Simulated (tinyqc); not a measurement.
Inside a calculation. Method: UHF in the 3-21g basis, for H3, spin multiplicity 2. This run ends on a higher stationary point, not on the lowest solution. One step of it, computed by the program tinyqc.

Task: Iteration 1: diagonalisation and new density. Diagonalise F' = X^T F X, C = X C', fill 2 alpha and 1 beta electrons from the bottom; D(s) = C_occ C_occ^T. Each column has its largest component positive (the first on a tie).

F(alpha) (hartree), lower triangle:
```
           1H 1s      1H 2s      2H 1s      2H 2s      3H 1s      3H 2s
1H 1s   0.179793
1H 2s  -0.400149  -0.326989
2H 1s  -0.252846  -0.323371   0.178963
2H 2s  -0.323365  -0.371651  -0.400596  -0.327040
3H 1s  -0.062339  -0.216224  -0.061433  -0.215665   0.009895
3H 2s  -0.207307  -0.296175  -0.206754  -0.295799  -0.506119  -0.344352
```

F(beta) (hartree), lower triangle:
```
           1H 1s      1H 2s      2H 1s      2H 2s      3H 1s      3H 2s
1H 1s   0.325438
1H 2s  -0.318646  -0.262082
2H 1s  -0.196142  -0.273974   0.326835
2H 2s  -0.274202  -0.320796  -0.317883  -0.261497
3H 1s  -0.154114  -0.197567  -0.153957  -0.197503   0.672344
3H 2s  -0.248526  -0.273542  -0.248232  -0.273395  -0.124648  -0.103004
```

X, lower triangle:
```
           1H 1s      1H 2s      2H 1s      2H 2s      3H 1s     3H 2s
1H 1s   1.247739
1H 2s  -0.499524   1.508073
2H 1s   0.036162   0.011474   1.247732
2H 2s   0.011497  -0.329742  -0.499498   1.507891
3H 1s   0.034223   0.015464   0.034205   0.015505   1.246554
3H 2s   0.019959  -0.274736   0.019977  -0.274478  -0.494912  1.467172
```

Give: F' = X^T F X; orbital energies; coefficients C; F' = X^T F X; orbital energies; coefficients C; D(alpha) after iteration 1; D(beta) after iteration 1.

Result:

F' = X^T F X (alpha) (hartree), lower triangle:
```
         1        2        3        4        5       6
1   0.6769
2  -0.6324   0.2340
3  -0.0649  -0.1316   0.6762
4  -0.1316  -0.1742  -0.6329   0.2340
5   0.0907  -0.0556   0.0914  -0.0552   0.5493
6  -0.0480  -0.1220  -0.0476  -0.1218  -0.7471  0.2444
```

orbital energies (alpha) (hartree): MO1 -0.5739, MO2 -0.2888, MO3 0.0468, MO4 1.0764, MO5 1.1029, MO6 1.2515

coefficients C (alpha):
```
          MO1      MO2      MO3      MO4      MO5      MO6
1H 1s  0.1819  -0.1732   0.2083   0.6570  -0.9077   0.6689
1H 2s  0.3078  -0.3656   0.8435  -0.7181   1.0545  -0.3752
2H 1s  0.1819  -0.1745  -0.2080   0.6599   0.9047   0.6697
2H 2s  0.3076  -0.3683  -0.8416  -0.7218  -1.0520  -0.3762
3H 1s  0.1895   0.3734  -0.0006  -0.8315   0.0010   0.9669
3H 2s  0.2701   0.7624  -0.0020   1.1527  -0.0014  -0.7525
```

F' = X^T F X (beta) (hartree), lower triangle:
```
         1        2        3        4        5       6
1   0.8128
2  -0.5942   0.2598
3  -0.0232  -0.1054   0.8142
4  -0.1055  -0.1586  -0.5941   0.2602
5   0.0012  -0.0798   0.0013  -0.0798   1.1558
6  -0.0952  -0.1434  -0.0951  -0.1433  -0.5536  0.3595
```

orbital energies (beta) (hartree): MO1 -0.4603, MO2 0.0962, MO3 0.2012, MO4 1.1592, MO5 1.2116, MO6 1.4544

coefficients C (beta):
```
          MO1      MO2      MO3      MO4      MO5      MO6
1H 1s  0.1776   0.1704  -0.0697  -0.9221   0.9101   0.2560
1H 2s  0.3714   0.8857  -0.4260   1.0239  -0.7449  -0.0369
2H 1s  0.1770  -0.1701  -0.0698   0.9060   0.9259   0.2568
2H 2s  0.3705  -0.8856  -0.4275  -1.0106  -0.7620  -0.0377
3H 1s  0.0789  -0.0002   0.1092   0.0020  -0.2954   1.3024
3H 2s  0.2003  -0.0013   1.0930  -0.0042   0.5174  -1.0231
```

D(alpha) after iteration 1, lower triangle:
```
         1H 1s    1H 2s    2H 1s    2H 2s   3H 1s   3H 2s
1H 1s   0.0631
1H 2s   0.1193   0.2284
2H 1s   0.0633   0.1198   0.0636
2H 2s   0.1197   0.2294   0.1202   0.2303
3H 1s  -0.0302  -0.0782  -0.0307  -0.0792  0.1753
3H 2s  -0.0829  -0.1956  -0.0839  -0.1977  0.3359  0.6542
```

D(beta) after iteration 1, lower triangle:
```
        1H 1s   1H 2s   2H 1s   2H 2s   3H 1s   3H 2s
1H 1s  0.0315
1H 2s  0.0660  0.1380
2H 1s  0.0314  0.0658  0.0313
2H 2s  0.0658  0.1376  0.0656  0.1373
3H 1s  0.0140  0.0293  0.0140  0.0292  0.0062
3H 2s  0.0356  0.0744  0.0355  0.0742  0.0158  0.0401
```
